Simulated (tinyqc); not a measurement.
Floating body of a partially depleted SOI transistor: body voltage and kink: two steps of the calculation.

Source at 0 V. Channel current Ic = 2 nf K Vt^2 [F(0) - F(Vd)](1 + la Vd), F(V) = ln^2(1 + exp((Vg - VT - nf V)/(2 nf Vt))), VT = VT0 - gb Vb. Saturation voltage Vs = 2 Vt sqrt(F(0)) + 3 Vt, excess Ve = (Vd - Vs + sqrt((Vd - Vs)^2 + 0.0004 V^2))/2, multiplication M1 = Ai Ve exp(-Bl/Ve). Each junction passes D(v) = J1 (exp(v/Vt) - 1) + J2 (exp(v/(2 Vt)) - 1). Bipolar current Ib = bb J1 (exp(Vb/Vt) - 1). The body settles where M1 (Ic + Ib) = D(Vb) + D(Vb - Vd) + Vb/Rb; drain current Id = (1 + M1)(Ic + Ib) - D(Vb - Vd).

Parameters, values chosen for the exercise; values of the order met in partially depleted silicon-on-insulator transistors:
```
symbol    value         unit                                                                                            meaning
T           358            K                                                                                        temperature
VT0        0.33            V                                                                     threshold at zero body voltage
gb         0.12                                                                  fall of the threshold per volt of body voltage
nf         1.26                                                                                                    slope factor
K           270  uA/(V^2 um)                                                                              gain factor per width
la         0.03          1/V                                                                   channel-length modulation factor
Ai         1.78          1/V                                                                        impact-ionisation prefactor
Bl          5.6            V                                                                          impact-ionisation voltage
J1      8.7e-12        uA/um                                                      diffusion saturation current of each junction
J2       7.1e-7        uA/um                                                  recombination saturation current of each junction
bb            3                                                 gain of the lateral bipolar transistor on the diffusion current
Rb        10000      kohm um  resistance of a weak body tie to the source (1e9 stands for no tie, and the term is then dropped)
Vg         0.24            V                                                                                       gate voltage
Vd          2.3            V                                                                                      drain voltage
```

Constants: q = 1.602176634e-19 C, kB = 1.380649e-23 J/K, Vt = kB T/q. Results are converted to the units shown.

Question 1. New Vb. Current into the body I_in = M1 (Ic + Ib) - D(Vb - Vd), current out I_out = D(Vb) + Vb/Rb; f = ln(I_in/I_out), s = df/dVb by central differences over 1e-5 V, Vb(new) = Vb - f/s.

Vb after iteration 1 = 0.59787958 V

Wanted: Ic; Ve; M1; I_in; I_out; f; s; Vb after iteration 2.

Answer 1.

Ic = 0.23498 uA/um
Ve = 2.1715 V
M1 = 0.29324
I_in = 0.070904 uA/um
I_out = 0.073530 uA/um
f = -0.036362
s = -1.7718 1/V
Vb after iteration 2 = 0.57736 V

Question 2. Drain current with floating and with grounded body. Id and VT at the converged Vb, Id at Vb = 0, their ratio, and the bipolar share Ib/(Ic + Ib).

converged Vb = 0.57327191 V

Give: VT; Id, floating; Id, grounded; ratio; bipolar share.

Answer 2.

VT = 0.26121 V
Id, floating = 0.29090 uA/um
Id, grounded = 0.067320 uA/um
ratio = 4.3211
bipolar share = 1.3647 %

The body rises to 0.573 V and lowers the threshold by 68.8 mV.

Range of the model: The multiplication law is an empirical form chosen for the exercise; self-heating and capacitive coupling to the body are left out, and the linear laws are rough once Vb passes about 0.7 V or M1 about 0.1.

Numbers from tinyqc (`OMP_NUM_THREADS=1 python tinyqc.py 2182020 2182021 out.jsonl`; about 0.2 s on one thread of a shared Intel Xeon 2.30GHz).
